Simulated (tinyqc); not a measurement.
# Capacitance measurement on a leaky thin oxide: effects of series resistance and leakage: what changes with what

The device is a capacitance C in parallel with a leakage conductance G, in series with Rs and Ls. An impedance meter reports either a parallel pair (Cp, Gp) from Y = 1/Z = Gp + i w Cp or a series pair (Cs, Rm) from Z = Rm + 1/(i w Cs); w = 2 pi f, dissipation D = Gp/(w |Cp|).

Parameters, values chosen for the exercise; values of the order met in thin-oxide MOS capacitors:
```
symbol,value,unit,meaning
eox,7.45,,relative permittivity of the gate insulator (close to silicon nitride)
tox,3.2,nm,insulator thickness
A,100,um^2,gate area
zc,0.57,nm,oxide-equivalent thickness added by the accumulation layer
zp,0.21,nm,oxide-equivalent thickness added by gate depletion
Jg,2.4,A/cm^2,"gate leakage current density, not matched to the thickness"
Vs,0.26,V,voltage for an e-fold rise of the leakage
Rs,18,ohm,series resistance
Ls,0,nH,series inductance
f,1e5,Hz,measuring frequency
```

Constants: eps0 = 8.8541878128e-14 F/cm where lengths are in cm. Results are converted to the units shown.

Each table varies one quantity; the others keep the values above.

## Readings against frequency

EOT = 3.9 tox/eox; CET = EOT + zc + zp; C = 3.9 eps0 A/CET; G = Jg A/Vs. Z = Rs + i w Ls + 1/(G + i w C); CET read from Cp = 3.9 eps0 A/Cp; errors under 0.001 % are printed as 0.

The same in every row: C (pF) = 1.406.

Readings against frequency:
```
f (Hz)  Cp (pF)  Cs (pF)        D  error of Cp (%)  error of Cs (%)  CET read from Cp (nm)
1000      1.406  1.535e6     1045          -0.0332           1.09e8                  2.456
3000      1.406  1.705e5    348.2          -0.0332           1.21e7                  2.456
10000     1.406  1.535e4    104.5          -0.0332           1.09e6                  2.456
30000     1.406     1706    34.82          -0.0332           1.21e5                  2.456
1e5       1.406    154.9    10.45          -0.0332           1.09e4                  2.456
3e5       1.406    18.46    3.482          -0.0332             1210                  2.456
1e6       1.406    2.941    1.045          -0.0332              109                  2.456
3e6       1.406    1.577   0.3487          -0.0332             12.1                  2.456
1e7       1.406    1.422   0.1061          -0.0335             1.09                  2.456
3e7       1.406    1.408  0.03960          -0.0355            0.121                  2.456
```

What does the table show?

D falls from 1040 to 0.0396; without inductance its minimum lies at f = sqrt(G (1 + G Rs)/Rs)/(2 pi C) = 8.10e7 Hz. The error of Cp goes from -0.0332 to -0.0355 % and that of Cs from 1.09e8 to 0.121 %; at low frequency Cp tends to C/(1 + G Rs)^2 and Cs grows as 1 + (G/(w C))^2. One of the two readings is within 2 % of C for f = 1000, 3000, 10000, 30000, 1e5, 3e5, 1e6, 3e6, 1e7, 3e7 Hz. For f = 1000, 3000, 10000, 30000, 1e5, 3e5, 1e6 D exceeds 1, where the accuracy of real meters degrades in proportion to sqrt(1 + D^2).

## Effect of the gate area

Same model as above.

Rs is held fixed.

Result of one run:
```
A (um^2)  C (pF)  Cp (pF)  Cs (pF)      D  error of Cp (%)  error of Cs (%)  CET read from Cp (nm)
5000       70.32    69.17     7743  10.53            -1.64           1.09e4                  2.496
```

What becomes of these results when the gate area A is changed from 5000 to 10000 um^2, all else the same?

Result of the changed run:
```
A (um^2)  C (pF)  Cp (pF)  Cs (pF)      D  error of Cp (%)  error of Cs (%)  CET read from Cp (nm)
10000      140.6    136.1  1.549e4  10.62            -3.24           1.09e4                  2.537
```

The whole series:
```
A (um^2)  C (pF)  Cp (pF)  Cs (pF)      D  error of Cp (%)  error of Cs (%)  CET read from Cp (nm)
20        0.2813   0.2813    30.97  10.45         -6.65e-3           1.09e4                  2.455
70        0.9845   0.9843    108.4  10.45          -0.0233           1.09e4                  2.456
200        2.813    2.811    309.7  10.45          -0.0664           1.09e4                  2.457
600        8.439    8.422    929.2  10.46           -0.199           1.09e4                  2.460
2000       28.13    27.94     3097  10.48           -0.661           1.09e4                  2.472
5000       70.32    69.17     7743  10.53            -1.64           1.09e4                  2.496
10000      140.6    136.1  1.549e4  10.62            -3.24           1.09e4                  2.537
40000      562.6    494.6  6.194e4  11.15            -12.1           1.09e4                  2.792
```

As A goes from 20 to 40000, the error of Cp goes from -0.00665 to -12.1 %, that of Cs from 10900 to 10900 %, and D rises from 10.4 to 11.1. The CET read from Cp goes from 2.46 to 2.79 nm against the true 2.46 nm. G/(w C) does not depend on the area, while G Rs and w C Rs grow with it. In every row D exceeds 1, where the accuracy of real meters degrades in proportion to sqrt(1 + D^2).

Computed by the program tinyqc: `OMP_NUM_THREADS=1 python tinyqc.py 2022034 2022035 out.jsonl`, one thread of a shared Intel Xeon 2.30GHz, about 0.01 s for the whole run.
